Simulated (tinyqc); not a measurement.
Worked calculation: complex band structure along [001] in sp3s* tight binding. Values are carried at full precision from step to step, so a last printed digit may differ when a step is redone from the rounded ones.

For k = (0, 0, kz) the phase sums are g0 = cos(phi) and g3 = i sin(phi), phi = kz a/4, and the s, pz, s* orbitals of anion (a) and cation (c) decouple from px, py. With z = exp(i phi), H(z) = H0 + z T + T^T/z for any complex z. H0 is diagonal (Esa, Epa, Exa, Esc, Epc, Exc). The anion-cation block is B(z) = z U + W/z and the cation-anion block z W^T + U^T/z, where U has Vss/2 (s,s), Vsapc/2 (s,z), -Vscpa/2 (z,s), Vxx/2 (z,z), Vxapc/2 (s*,z), -Vpaxc/2 (z,s*), and W has the same values with the s-z and s*-z signs reversed. |z| = 1 is a band state, |z| < 1 decays along [001] as exp(-kappa d) over a distance d, kappa = -(4/a) ln|z|. No spin-orbit coupling.

Values chosen for the exercise (out of a larger set: near a published set for Si, fitted to gaps, whose masses and valley positions are rough (light masses up to twice too heavy); not measured data): p = (-4.173, 1.715, -4.173, 1.715, 6.761, 6.761, -8.247, 1.703, 4.552, 5.734, 5.734, 5.387, 5.387) eV (order Esa, Epa, Esc, Epc, Exa, Exc, Vss, Vxx, Vxy, Vsapc, Vscpa, Vxapc, Vpaxc); dE = 0.75 eV (E - Ev); a = 5.433 angstrom (lattice constant).

## The layer matrices

Parameters in the order Esa, Epa, Esc, Epc, Exa, Exc, Vss, Vxx, Vxy, Vsapc, Vscpa, Vxapc, Vpaxc. Form H0 and T.

diagonal of H0 (eV): sa -4.1730, za 1.7150, s*a 6.7610, sc -4.1730, zc 1.7150, s*c 6.7610

T (eV):
```
          sa      za      s*a       sc      zc      s*c
sa    0.0000  0.0000   0.0000  -4.1235  2.8670   0.0000
za    0.0000  0.0000   0.0000  -2.8670  0.8515  -2.6935
s*a   0.0000  0.0000   0.0000   0.0000  2.6935   0.0000
sc   -4.1235  2.8670   0.0000   0.0000  0.0000   0.0000
zc   -2.8670  0.8515  -2.6935   0.0000  0.0000   0.0000
s*c   0.0000  2.6935   0.0000   0.0000  0.0000   0.0000
```

## Edges at Gamma

At z = 1 the levels follow from the blocks [[Esa, Vss], [Vss, Esc]] and [[Epa, Vxx], [Vxx, Epc]]: Ev is the lower p root, and the direct gap ends at the lower of the upper roots.

Ev = 0.0120 eV
EG (direct gap) = 3.4060 eV

## Complex wave vectors at one energy in the gap

Solve det(H0 - E + z T + T^T/z) = 0 with E = Ev + dE, as the linear problem [[0, 1], [-T^T, E - H0]] x = z [[1, 0], [0, T]] x. Roots come as z, -z, 1/z and conjugates; list those with 0 < |z| < 1 and Re z, Im z >= 0, by falling |z|. Re kz = arg(z)/(pi/2) in units of 2 pi/a, kappa = -(4/a) ln|z|.

Decaying roots:

| Re z | Im z | \|z\| | Re kz (2 pi/a) | kappa (1/angstrom) |
|---|---|---|---|---|
| 0.7902 | 0.0000 | 0.7902 | 0.0000 | 0.1734 |
| 0.2838 | 0.6155 | 0.6778 | 0.7250 | 0.2863 |

The slowest root has kappa = 0.1734 1/angstrom at Re kz = 0.000: a purely imaginary k at Gamma. The probability falls by exp(-2 kappa d), a factor 32 over 1 nm.

## The px, py block

For px and py the determinant gives (E - Epa)(E - Epc) = Vxx^2 cos^2(phi) + Vxy^2 sin^2(phi). With phi = i kappa a/4 this is sinh^2(kappa a/4) = ((E - Epa)(E - Epc) - Vxx^2)/(Vxx^2 - Vxy^2), E = Ev + dE. Parameters in the order Esa, Epa, Esc, Epc, Exa, Exc, Vss, Vxx, Vxy, Vsapc, Vscpa, Vxapc, Vpaxc.

sinh^2(kappa a/4) = 0.11178
kappa of the heavy-hole branch = 0.2418 1/angstrom

This branch decays faster than the slowest root of the s-pz block (0.1734), by a factor 1.39 in kappa.

## Checks

- Largest distance of a level of the 6 x 6 block at kz = 0.37 (2 pi/a) from a level of the full matrix, against zero (eV): both 0.000000.

Run: tinyqc, `OMP_NUM_THREADS=1 python tinyqc.py 1450324 1450325 out.jsonl`; Intel(R) Xeon(R) Processor @ 2.30GHz, one thread, shared host; about 0.01 s of CPU time with all checks.
